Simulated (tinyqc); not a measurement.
From results back to parameters: five-level k.p model folded onto the conduction band. Three cases, with inputs chosen for the exercise.

Problem. The levels are known; the mass and the g factor at E = Eg are given. Find Ep and Ep2.

Second-order sums for the lowest conduction level at E: 1/m = 1 + Cm + (Ep/3)(2/E + 1/(E + Dso)) - (Ep2/3)(2/(E7 + D2 - E) + 1/(E7 - E)); g/2 = 1 + Cg - (Ep/3)(1/E - 1/(E + Dso)) - (Ep2/3)(1/(E7 - E) - 1/(E7 + D2 - E)). E is counted from the top of the valence band; E = Eg at the edge.

Case 1.

Values chosen (near those of CdTe; shifted at random, so the results belong to these values and not to a real crystal):
- Eg = 1.601 eV (gap at Gamma to the s-like level)
- Dso = 0.901 eV (spin-orbit splitting)
- E7 = 5.34 eV (upper Gamma7 conduction level, from the valence top)
- D2 = 0.29 eV (its spin-orbit splitting, Gamma8 above Gamma7)
- Cm = 0.1 (remote term in 1/m)
- Cg = 0 (remote term in g/2)

m = 0.09262210 m0
g = -0.851199

Case 2.

Values chosen (near those of InSb; shifted at random, so the results belong to these values and not to a real crystal):
- Eg = 0.236 eV (gap at Gamma to the s-like level)
- Dso = 0.794 eV (spin-orbit splitting)
- E7 = 3.18 eV (upper Gamma7 conduction level, from the valence top)
- D2 = 0.36 eV (its spin-orbit splitting, Gamma8 above Gamma7)
- Cm = -2 (remote term in 1/m)
- Cg = -0.02 (remote term in g/2)

m = 0.01415886 m0
g = -48.914008

Case 3.

Values chosen (near those of InAs; shifted at random, so the results belong to these values and not to a real crystal):
- Eg = 0.416 eV (gap at Gamma to the s-like level)
- Dso = 0.393 eV (spin-orbit splitting)
- E7 = 4.36 eV (upper Gamma7 conduction level, from the valence top)
- D2 = 0.15 eV (its spin-orbit splitting, Gamma8 above Gamma7)
- Cm = -2 (remote term in 1/m)
- Cg = -0.02 (remote term in g/2)

m = 0.02455580 m0
g = -14.651809

Find: coefficients of (Ep, Ep2); right-hand sides 1/m - 1 - Cm and 1 + Cg - g/2; Ep, Ep2.

Solution. Both sums are linear in Ep and Ep2, so two equations fix them.

Case 1.

coefficients of (Ep, Ep2) (1/eV):
```
         1         2
1  0.54963  -0.25462
2  0.07498   0.00642
```

right-hand sides 1/m - 1 - Cm and 1 + Cg - g/2: 9.6966  1.4256

Ep, Ep2 (eV): 18.80  2.50

Case 2.

coefficients of (Ep, Ep2) (1/eV):
```
         1         2
1  3.14848  -0.31500
2  1.08880   0.01234
```

right-hand sides 1/m - 1 - Cm and 1 + Cg - g/2: 71.6272  25.4370

Ep, Ep2 (eV): 23.30  5.50

Case 3.

coefficients of (Ep, Ep2) (1/eV):
```
         1         2
1  2.01460  -0.24736
2  0.38925   0.00310
```

right-hand sides 1/m - 1 - Cm and 1 + Cg - g/2: 41.7236  8.3059

Ep, Ep2 (eV): 21.30  4.80

Computed by tinyqc, one run a case: `OMP_NUM_THREADS=1 python tinyqc.py N N+1 out.jsonl` with N = 1050801, 1050805, 1050812; one thread of a shared Intel(R) Xeon(R) Processor @ 2.30GHz, about 0.01 s a run at most.
